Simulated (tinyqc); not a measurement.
# Classical Heisenberg spin chain: exact results, Metropolis, heat-bath and over-relaxation steps, and a Monte Carlo run, step by step

A worked calculation. Computed by tinyqc, a small Python program that keeps every step. Command: `OMP_NUM_THREADS=1 python tinyqc.py 3130227 3130228 out.jsonl heismc walk`. One thread of a shared host (Intel(R) Xeon(R) Processor @ 2.30GHz), about 0.3 s of CPU time with the checks. Intermediate numbers are printed to about 5 digits and carried at full precision; extremes and crossings named in words are read from the listed rows.

E = -J sum_i s_i . s_(i+1) for unit vectors s_i on an open chain; K = J/(k_B T).

Inputs (values chosen for the exercise, for a model chain of large moments):
```
quantity                    value  unit
coupling J                     24   meV
temperature T                 554     K
moment mu                     2.6  mu_B
length N of the open chain     12     -
seed                        53369     -
```

Update: Metropolis.

Constants: k_B = 8.617333262e-05 eV/K; mu_B = 5.7883818060e-05 eV/T.

## Exact results

Each bond angle is independent, so u = <s_i . s_(i+1)> = coth K - 1/K, <s_i . s_(i+n)> = u^n, correlation length xi = -1/ln|u|, energy per bond -J u, heat capacity per bond c/k_B = 1 - K^2/sinh^2 K, and for the long chain chi = mu^2 (1 + u)/(3 k_B T (1 - u)) per spin.

K = 0.50272

u = 0.16482

xi = 0.55466 sites

energy per bond = -3.9556 meV

heat capacity = 0.080150 k_B/bond

chi over the Curie value = 1.3947

chi = 0.0038104 mu_B/T per spin

For |K| << 1, u = K/3 = 0.1676.

## Finite chain

For N spins, <|sum s|^2>/N = (1 + u)/(1 - u) - 2 u (1 - u^N)/(N (1 - u)^2); the long chain has (1 + u)/(1 - u), chi over the Curie value, and the difference is relative to it.

<|sum s|^2>/N = 1.3553

difference from the long chain = -2.8237 %

## Four single-spin steps

four neighbouring spins (rows; components x, y, z):
```
         1        2        3
1  -0.5328  -0.3121  -0.7866
2   0.8816  -0.4328  -0.1881
3   0.9401  -0.3242   0.1053
4   0.5641  -0.3294  -0.7572
```

random numbers, one row a step:
```
        1       2       3
1  0.2523  0.2294  0.3962
2  0.8466  0.2237  0.5992
3  0.5863  0.0914  0.3390
4  0.1001  0.6247  0.4837
```

The given spins are first normalised. Spins 2 and 3 are updated in turn, with h = K (sum of the two neighbours). Trial spin with z = 2 r1 - 1 and azimuth 2 pi r2; it is accepted if r3 < min(1, exp(h . s_trial - h . s_old)).

Steps:
```
spin      |h|  h . s before  h . s trial  acceptance  accepted         x         y        z
2     0.51143       0.38341     -0.08291     0.62731       yes   0.11212   0.86140  -0.4954
3     0.76394       0.16657     -0.20606     0.68892       yes   0.11856   0.71093   0.6932
2     0.29287       0.17262     -0.07303     0.78219       yes   0.82698   0.53508   0.1726
3     0.76558      -0.04729     -0.10615     0.94284       yes  -0.42525  -0.42365  -0.7998
```

## A run and its error bars

From the ordered state (alternating for J < 0), with trial spins uniform on the sphere, 200 sweeps are discarded and 1600 recorded (even and odd sites in turn; random numbers not printed, so these rows are one sample). Errors are the scatter of block means over sqrt(number of blocks).

Blocking:
```
block length  mean bond product      error  <|sum s|^2>/N     error
1                       0.17554  0.0042161         1.3998  0.025385
4                       0.17554  0.0045439         1.3998  0.026820
16                      0.17554  0.0045706         1.3998  0.028614
40                      0.17554  0.0037638         1.3998  0.028325
80                      0.17554  0.0037569         1.3998  0.023526
```

With blocks of 40 the bond product is 2.8 error bars from the exact u = 0.1648, and <|sum s|^2>/N is 1.6 from the exact 1.355. Blocking to 40 changes the two errors by factors 0.9 and 1.1. 78 % of the trial spins are accepted.

Checks made by the program: c against a difference of the energy (relative difference 3e-10).
